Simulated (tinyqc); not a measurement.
What each parameter does: sp3s* tight binding with spin-orbit coupling.

sp3s* tight binding, nearest neighbours only: anion (a) at 0, cation (c) at a/4 (1,1,1), orbitals s, px, py, pz, s* on each; k in units of 2 pi/a. With phases e_j = exp(i (pi/2) k.n_j) for n = (1,1,1), (1,-1,-1), (-1,1,-1), (-1,-1,1): g0 = (e1+e2+e3+e4)/4, g1 = (e1+e2-e3-e4)/4, g2 = (e1-e2+e3-e4)/4, g3 = (e1-e2-e3+e4)/4. The diagonal holds the levels Esa, Epa, Exa (s*) and Esc, Epc, Exc. Anion-cation block: <sa|sc> = Vss g0; <sa|xc> = Vsapc g1; <xa|sc> = -Vscpa g1; <xa|xc> = Vxx g0; <xa|yc> = <ya|xc> = Vxy g3, <xa|zc> = <za|xc> = Vxy g2, <ya|zc> = <za|yc> = Vxy g1; <s*a|xc> = Vxapc g1; <xa|s*c> = -Vpaxc g1; y and z take g2 and g3 in place of g1; s-s* and s*-s* vanish.

Spin-orbit coupling acts within the p shell of each atom as (D/3) L.sigma, D = Da or Dc: it puts four states at Ep + D/3 and two at Ep - 2D/3.

Inputs chosen for the exercise (near a published set for InP, fitted to gaps, whose masses and valley positions are rough; spin-orbit coupling, where it is added without a refit, lifts the valence top and shrinks all gaps by about a third of the splitting; not measured data): Esa = -8.483 eV (s level of the anion); Epa = 0.871 eV (p level of the anion); Esc = -1.482 eV (s level of the cation); Epc = 4.05 eV (p level of the cation); Exa = 8.262 eV (s* level of the anion); Exc = 7.078 eV (s* level of the cation); Vss = -5.323 eV (s-s); Vxx = 1.881 eV (px-px); Vxy = 4.232 eV (px-py); Vsapc = 2.245 eV (s anion, p cation); Vscpa = 5.626 eV (s cation, p anion); Vxapc = 3.461 eV (s* anion, p cation); Vpaxc = 4.509 eV (p anion, s* cation); Da = 0.065 eV (atomic spin-orbit splitting, anion); Dc = 0.385 eV (the same, cation).

Gaps from the top of the valence band at Gamma; Delta is the minimum on (x,0,0), 0.5 <= x <= 1.

One parameter was then changed.

Results before and after:
```
case     Ev (eV)  gap Gamma (eV)  gap Delta (eV)  gap L (eV)
base      0.0381          1.3503          2.4101      1.8626
changed  -0.1950          1.5834          2.6432      2.1460
```

Which of these changes was made? (a) Vpaxc = 4.209 eV; (b) Vsapc = 2.445 eV; (c) Epa = 0.571 eV; (d) Vxx = 2.181 eV; (e) Vxapc = 3.761 eV; (f) Exa = 8.462 eV.

Answer: (d) Vxx = 2.181 eV. Of the candidates, run in turn, only this one gives the changed row.

All candidates:
```
case              Ev (eV)  gap Gamma (eV)  gap Delta (eV)  gap L (eV)
base               0.0381          1.3503          2.4101      1.8626
Vxapc = 3.761 eV   0.0381          1.3503          2.1523      1.7755
Exa = 8.462 eV     0.0381          1.3503          2.4598      1.8769
Epa = 0.571 eV    -0.2130          1.6014          2.6609      2.0885
Vxx = 2.181 eV    -0.1950          1.5834          2.6432      2.1460
Vpaxc = 4.209 eV   0.0381          1.3503          2.4101      1.8935
Vsapc = 2.445 eV   0.0381          1.3503          2.4710      1.9165
```

Vxapc, Exa, Vpaxc and Vsapc cannot move Ev or the gap at Gamma, whose blocks do not hold them; s parameters never move Ev, and move the gap only where the lowest empty level at Gamma is s-like.

Program tinyqc; command `OMP_NUM_THREADS=1 python tinyqc.py 1451404 1451405 out.jsonl`; about 0.1 s on one thread of a shared Intel(R) Xeon(R) Processor @ 2.30GHz.
